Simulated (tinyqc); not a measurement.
Propagation of a band-gap error through k.p and effective-mass formulas, step by step. Values are carried at full precision from step to step, so a last printed digit may differ when a step is redone from the rounded ones.

Chain, for a gap E (the reference Eg or another value), with Ep and Dso kept: 1/me = 1 + Ep (E + 2 Dso/3)/(E (E + Dso)); g* = 2 - 2 Ep Dso/(3 E (E + Dso)); g1(E) = g1 + (Ep/3)(1/E - 1/Eg), g2(E) = g2 + (Ep/6)(1/E - 1/Eg), light hole 1/(g1 + 2 g2), heavy hole 1/(g1 - 2 g2) along [100]; optical constant ei(E) = 1 + (ei - 1)(EP/(EP + E - Eg))^2, static e0(E) = ei(E) + e0 - ei.

Constants: Ry = 13.60569312 eV; a0 (Bohr radius) = 0.5291772105 angstrom; kB = 8.617333262e-05 eV/K; hbar^2/2m0 = 3.80998211 eV angstrom^2.

Parameters, chosen for this exercise (reference values near those of GaSb, gap at low temperature; the results hold for these values, not for the real material):
- Eg = 0.799 eV (gap at Gamma to the s-like level)
- Dso = 0.768 eV (spin-orbit splitting)
- Ep = 26.9 eV (Kane energy)
- g1 = 13.45 (Luttinger gamma1)
- g2 = 4.68 (gamma2)
- e0 = 15.96 (static dielectric constant)
- ei = 14.48 (optical dielectric constant)
- EP = 4.17 eV (mean (Penn) gap)
- Eg2 = 1.582 eV (a wrong gap, of the size a hybrid with far too much exact exchange can give)
- mh = 0.57 m0 (density-of-states mass of the holes)
- T = 300 K (temperature)
- k = 0.041 1/angstrom (wave vector)

## Masses, g factor and screening for both gaps

Evaluate the chain at Eg and at Eg2.

Band values at the two gaps:
```
quantity      at Eg   at Eg2  ratio
me          0.03429  0.06191  1.806
g*           -9.000   -1.705      -
g1            13.45    7.896  0.587
g2            4.680    1.903  0.407
light hole  0.04384  0.08546  1.949
heavy hole   0.2445   0.2445  1.000
ei            14.48    10.55  0.729
e0            15.96    12.03  0.754
```

The gap is off by a factor of 1.98; the electron mass follows with 1.81 and the light hole with 1.95, while the heavy hole, which does not couple to the conduction level, keeps its value. The optical constant changes less, by -27 %, as it answers to the mean gap, which shifts by the same +0.78 eV on a base of 4.17 eV. g* moves by +7.30; remote bands, left out here, shift it by tenths or, where it is large, by some per cent.

## Binding energies and densities for both gaps

Donor: R = Ry me/e0^2, a_B = a0 e0/me, Mott density (0.26/a_B)^3. Nc, Nv = 2 (m kT/(4 pi c))^(3/2), c = hbar^2/2m0, ni = sqrt(Nc Nv) exp(-E/2kT). Exciton: Ry mu/e0^2 with 1/mu = 1/me + g1(E). 1 angstrom^-3 = 1e24 cm^-3.

Use the values of the table.

Results:
```
quantity                  at Eg     at Eg2     ratio
R (meV)                   1.831      5.816      3.18
a_B (angstrom)            246.3      102.9     0.418
Mott density (cm^-3)  1.176e+15  1.615e+16      13.7
Nc (cm^-3)            1.593e+17  3.866e+17      2.43
ni (cm^-3)            2.550e+11  1.052e+05  4.13e-07
exciton (meV)             1.253      3.906      3.12
```

Power laws carry the error on: the donor energy (me/e0^2) by a factor of 3.18, the Mott density (cube of me/e0) by 13.7. ni, with its exponential, changes by a factor of 4.13e-07, that is 6.4 decades.

## A scissor shift and what it does not mend

A rigid shift D = Eg - Eg2 of the conduction band restores the gap but leaves the curvature, so the mass stays me(Eg2); redoing the sum 1/m = 1 + Ep (E + 2 Dso/3)/(E (E + Dso)) with E = Eg and the same Ep gives another mass. For optics, eps2 at the edge goes as |p|^2/E^2: a rigid shift keeps the dipole elements p/E, while shifting the energies under unchanged p scales eps2 by (Eg2/Eg)^2.

shift D = -0.783 eV
mass under a rigid shift = 0.0619 m0
mass from the sum with the corrected gap = 0.0343 m0
factor on eps2 if p is left unscaled = 3.920

The rigid shift leaves the mass off by a factor of 1.81. The mass from the corrected gap is the reference me(Eg) here, because the exercise keeps Ep fixed; a real correction of the gap depends on k and changes Ep as well.

## Far from the edge the relative error shrinks

Two-level dispersion E(k) = sqrt(E^2/4 + Ep c k^2) - E/2 at k/4, k, 4k for both gaps, c = hbar^2/2m0.

Energies above the edge:
```
k (1/angstrom)  at Eg (eV)  at Eg2 (eV)  ratio
0.01025             0.0133       0.0068  0.511
0.04100             0.1766       0.1023  0.579
0.16400             1.3082       1.0481  0.801
```

The ratio tends to Eg/Eg2 = 0.51 at k = 0 and goes from 0.511 to 0.801: at large k both curves approach the same slope sqrt(Ep c), while their distance in eV grows towards |Eg - Eg2|/2.

## Checks

- Chain at E = Eg against the inputs g1, g2, ei, e0: they agree to 1e-10 or better.

Program tinyqc; command `OMP_NUM_THREADS=1 python tinyqc.py 1850943 1850944 out.jsonl`; about 0.01 s on one thread of a shared Intel(R) Xeon(R) Processor @ 2.30GHz.
